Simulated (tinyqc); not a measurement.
# Floating body of a partially depleted SOI transistor: body voltage and kink: what changes with what

Source at 0 V. Channel current Ic = 2 nf K Vt^2 [F(0) - F(Vd)](1 + la Vd), F(V) = ln^2(1 + exp((Vg - VT - nf V)/(2 nf Vt))), VT = VT0 - gb Vb. Saturation voltage Vs = 2 Vt sqrt(F(0)) + 3 Vt, excess Ve = (Vd - Vs + sqrt((Vd - Vs)^2 + 0.0004 V^2))/2, multiplication M1 = Ai Ve exp(-Bl/Ve). Each junction passes D(v) = J1 (exp(v/Vt) - 1) + J2 (exp(v/(2 Vt)) - 1). Bipolar current Ib = bb J1 (exp(Vb/Vt) - 1). The body settles where M1 (Ic + Ib) = D(Vb) + D(Vb - Vd) + Vb/Rb; drain current Id = (1 + M1)(Ic + Ib) - D(Vb - Vd).

Values chosen for this exercise; values of the order met in partially depleted silicon-on-insulator transistors: temperature T = 358 K; threshold at zero body voltage VT0 = 0.47 V; fall of the threshold per volt of body voltage gb = 0.22; slope factor nf = 1.16; gain factor per width K = 110 uA/(V^2 um); channel-length modulation factor la = 0.04 1/V; impact-ionisation prefactor Ai = 3.65 1/V; impact-ionisation voltage Bl = 6.1 V; diffusion saturation current of each junction J1 = 1.6e-10 uA/um; recombination saturation current of each junction J2 = 3.4e-8 uA/um; gain of the lateral bipolar transistor on the diffusion current bb = 0; resistance of a weak body tie to the source (1e9 stands for no tie, and the term is then dropped) Rb = 1e9 kohm um; gate voltage Vg = 1.02 V; drain voltage Vd = 1.1 V.

Constants: q = 1.602176634e-19 C, kB = 1.380649e-23 J/K, Vt = kB T/q. Results are converted to the units shown.

Each table varies one quantity; the others keep the values above.

## Output curve and kink

Rows with more than one solution for Vb (latch) are left out; dId/dVd by a forward difference over 1e-4 V, swing = 1e-4 V over the change of log10 Id; M1 under 1e-12 is printed as 0.

Output curve and kink:
```
Vd (V)	Vb (V)	M1	Id, floating (uA/um)	Id, grounded (uA/um)	ratio	dId/dVd, floating (uS/um)	dId/dVd, grounded (uS/um)
1.2	0.4629	2.783e-5	21.11	15.04	1.404	10.11	0.6122
1.4	0.5627	6.002e-4	22.74	15.18	1.499	6.712	0.8798
1.6	0.6249	0.004247	23.95	15.42	1.553	5.590	1.630
1.8	0.6677	0.01632	25.09	15.87	1.581	6.081	2.966
2	0.6989	0.04365	26.47	16.64	1.591	7.938	4.832
2.2	0.7228	0.09264	28.34	17.83	1.589	10.89	7.097
```

What does the table show?

Vb rises from 0.463 to 0.723 V and the ratio of the currents goes from 1.404 through a maximum of 1.591 (at Vd = 2 V among the rows listed) to 1.589. The output conductance with a floating body exceeds the grounded value by the largest factor among the rows, 16.5, at Vd = 1.2 V, where Vb = 0.463 V and M1 = 2.78e-5.

## Transfer curve and swing

Same model as above.

Results:
```
Vg (V)	Vb (V)	M1	Id, floating (uA/um)	Id, grounded (uA/um)	ratio	swing, floating (mV/decade)	swing, grounded (mV/decade)
0.02	0.05109	0.008626	1.242e-6	9.170e-7	1.355	80.64	85.66
0.22	0.3283	0.008339	0.001641	2.295e-4	7.150	65.26	83.66
0.32	0.4381	0.007277	0.03829	0.003439	11.13	84.04	87.29
0.42	0.4989	0.004961	0.3641	0.04161	8.749	130.1	100.2
0.52	0.5225	0.002596	1.464	0.3097	4.728	213.1	136.2
0.62	0.5235	0.001111	3.531	1.244	2.838	320.3	205.1
0.72	0.5099	3.911e-4	6.512	3.151	2.067	439.8	299.6
0.82	0.4838	1.087e-4	10.32	6.085	1.696	567.5	407.0
```

Estimate the missing row, Vg = 0.12 V.

Computed row:
```
Vg (V)	Vb (V)	M1	Id, floating (uA/um)	Id, grounded (uA/um)	ratio	swing, floating (mV/decade)	swing, grounded (mV/decade)
0.12	0.1430	0.008591	3.447e-5	1.439e-5	2.395	58.75	82.91
```

With this row back in the table: Vb goes from 0.0511 through a maximum of 0.524 (at Vg = 0.62 V among the rows listed) to 0.484 V. The smallest swing among the rows is 58.7 mV a decade with a floating body (at Vg = 0.12 V) and 82.9 with a grounded one; Vt ln 10 = 71.0. The floating swing is smaller by more than 3 % for Vg = 0.02, 0.12, 0.22, 0.32 V, where the rising Vb lowers the threshold as Vg rises. In the first row the floating body raises the current by a factor of 1.35.

Range of the model: The multiplication law is an empirical form chosen for the exercise; self-heating and capacitive coupling to the body are left out, and the linear laws are rough once Vb passes about 0.7 V or M1 about 0.1.

tinyqc, about 0.2 s, one thread, Intel Xeon 2.30GHz (shared host): `OMP_NUM_THREADS=1 python tinyqc.py 2182017 2182018 out.jsonl`
